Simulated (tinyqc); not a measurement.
Low-temperature mobility of a two-dimensional electron gas with static screening: one step, computed by the program tinyqc.

One subband is filled, the gas is degenerate and scatters at the Fermi circle; one permittivity serves on both sides of the interface. All formulas are in SI units, masses times m_0. Piezoelectric and polar phonons are left out, and n_s is taken as set by a gate, independent of N_i.

Question. The integrands at a few angles. Form factors with u = q/b: screening G(q) = [1 + 9u/8 + 3u^2/8]/(1 + u)^3, remote charge P(q) = exp(-q d)/(1 + u)^3. Dielectric function eps(q) = 1 + q_TF G(q)/q, with q = 2 k_F sin(theta/2). Roughness: <|U|^2> = (e F)^2 S(q), S = pi Delta^2 Lambda^2/(1 + q^2 Lambda^2/2)^(3/2). Remote charges: <|U|^2> = N_i [e^2 P(q)/(2 eps eps_0 q)]^2. The last two columns are (m/(pi hbar^3)) <|U|^2>/eps(q)^2.

Inputs (values chosen for the exercise, modelled on an InAs channel):
```
quantity                                        value    unit
in-plane mass m                                0.0301     m_0
mass across the layer m_z                      0.0301     m_0
permittivity eps                                 15.2       -
roughness height Delta                           0.71      nm
correlation length Lambda                         1.7      nm
remote charge density N_i                     7.6e+11  1/cm^2
distance d of the charges from the interface        2      nm
```

Wave function: Fang-Howard. Roughness spectrum: exponential.

k_F = 0.1941626 1/nm

b = 0.2407408 1/nm

q_TF = 0.07484310 1/nm

effective field F = 0.04059499 MV/cm

Constants: m_0 = 9.1093837015e-31 kg; hbar = 1.054571817e-34 J s; e = 1.602176634e-19 C; eps_0 = 8.8541878128e-12 F/m.

Give: Integrands (1e9/(s rad)).

Answer.

Integrands (1e9/(s rad)):
```
theta (degrees)  q (1/nm)       G  eps(q)  roughness  remote charges
5                  0.0169  0.8815   4.895       0.60       4.650e+04
15                 0.0507  0.7066   2.043       3.43       1.244e+04
30                 0.1005  0.5390   1.401       7.18       2.138e+03
60                 0.1942  0.3649   1.141      10.23       1.388e+02
90                 0.2746  0.2825   1.077      10.64       2.038e+01
135                0.3588  0.2272   1.047      10.17       3.637e+00
180                0.3883  0.2124   1.041       9.89       2.092e+00
```

Caution: E_F exceeds 1.1 (hbar^2 e^2 F^2/2 m_z)^(1/3), of the order of the first subband spacing (1.75 times that in a triangular well, less with self-consistent band bending), so a second subband may fill.
